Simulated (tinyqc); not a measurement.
Worked calculation: Fermi-Dirac statistics of conduction electrons. Values are carried at full precision from step to step, so a last printed digit may differ when a step is redone from the rounded ones.

Constants: hbar^2/2m0 = 3.80998211 eV angstrom^2; kB = 8.617333262e-05 eV/K; e^2/(4 pi eps0) = 14.39964547 eV angstrom.

Parameters, chosen for this exercise (near those of GaAs, lowest valleys alone; the results hold for these values, not for the real material): m = 0.0666 m0 (density-of-states mass of the conduction band); T = 300 K; n = 5.2e+18 1/cm^3 (electron density); eps = 12.9 (static dielectric constant); alpha = 0.61 1/eV (non-parabolicity); mh = 0.502 m0 (heavy-hole mass); Eg = 1.427 eV (gap).

## Reduced density

N = 2 (m kB T/(4 pi c))^(3/2) with c = hbar^2/2m0, in 1/angstrom^3; times 1e24 for 1/cm^3; u = n/Nc.

kT = 0.025852 eV
Nc = 4.3130e+17 1/cm^3
u = n/Nc = 12.056465

## Reduced Fermi level by five rules

F_j(eta) = (1/Gamma(j + 1)) integral_0^infinity x^j dx/(1 + exp(x - eta)), which tends to exp(eta) for eta << 0.

With u = n/Nc: Boltzmann eta = ln u; Joyce-Dixon eta = ln u + u/sqrt(8) - 4.95009e-3 u^2 + 1.48386e-4 u^3 - 4.42563e-6 u^4; Nilsson eta = ln u/(1 - u^2) + v/(1 + (0.24 + 1.08 v)^-2) with v = (3 sqrt(pi) u/4)^(2/3); fully degenerate limit eta = v; exact: F_1/2(eta) = u.

Find eta = (EF - Ec)/kT by each rule.

eta: Boltzmann 2.490, Joyce-Dixon 6.199, Nilsson 6.216, degenerate 6.357, exact 6.221

Against the exact value the errors are Boltzmann -3.732, Joyce-Dixon -0.022, Nilsson -0.005, degenerate limit +0.135 (in kT).

## Exact eta by Newton steps

Solve ln F_1/2(eta) = ln u from the Boltzmann value; dF_1/2/d eta = F_-1/2, so the step is -ln(F_1/2/u) F_1/2/F_-1/2. Stop below 1e-9.

Newton steps:
```
step       eta    F_1/2   F_-1/2  step taken
1     2.489601  3.58967  1.66226        2.62
2     5.105936  9.10769  2.50129        1.02
3     6.127227  11.7955  2.75761      0.0936
4     6.220827  12.0547  2.77978    0.000649
5     6.221476  12.0565  2.77994    3.07e-08
6     6.221476  12.0565  2.77994    1.93e-15
```

Converged in 6 steps.

## Mean energy, Einstein relation and screening

eta = 6.22148

Mean kinetic energy <E> = (3/2) kT F_3/2/F_1/2; D/mu = (kT/e) F_1/2/F_-1/2; dn/dEF = (Nc/kT) F_-1/2; screening length L = (4 pi (e^2/(4 pi eps0)) (dn/dEF)/eps)^(-1/2), with dn/dEF in 1/(angstrom^3 eV) (1/cm^3 = 1e-24/angstrom^3).

F_-1/2, F_1/2, F_3/2: 2.780  12.06  33.64

<E> = 108.20 meV
D/mu = 112.12 mV
dn/dEF = 4.638e+19 1/(cm^3 eV)
L = 39.21 angstrom

The gas is degenerate. D/mu is 4.337 times kT/e and <E> is 2.790 times (3/2) kT; the Debye formula, with n/kT in place of dn/dEF, would give L = 18.83 angstrom.

## Fermi level in the non-parabolic band

Non-parabolic band E (1 + alpha E) = c k^2/m: n = Nc (2/sqrt(pi)) integral_0^infinity sqrt(x (1 + a x)) (1 + 2 a x) dx/(1 + exp(x - eta)) with a = alpha kT and eta = (EF - Ec)/kT; a = 0 gives n = Nc F_1/2(eta).

Solve for eta at the same n.

a = 0.01577
eta = 5.619
EF - Ec = 145.26 meV

The extra states lower EF by 15.58 meV against the parabolic band.

## Burstein-Moss edge

Vertical transitions from the heavy-hole band reach half-empty states at the k where the conduction energy equals EF: k^2 = E (1 + alpha E) m/c with E = EF - Ec and c = hbar^2/2m0; edge = Eg + E + c k^2/mh. Gap narrowing by many-body effects is left out.

k = 0.05258 1/angstrom
hole energy = 0.0210 eV
edge = 1.5932 eV

The edge moves up by 166.2 meV, of which the valence band supplies 13 %.

## Checks

- Non-parabolic integral at a = 0 against F_1/2(2): both 2.823721.
- F_1/2(40) against the Sommerfeld form (4/(3 sqrt(pi))) eta^(3/2) (1 + pi^2/(8 eta^2)): both 190.45.

tinyqc: `OMP_NUM_THREADS=1 python tinyqc.py 1680546 1680547 out.jsonl`; about 0.02 s, one thread, shared Intel(R) Xeon(R) Processor @ 2.30GHz.
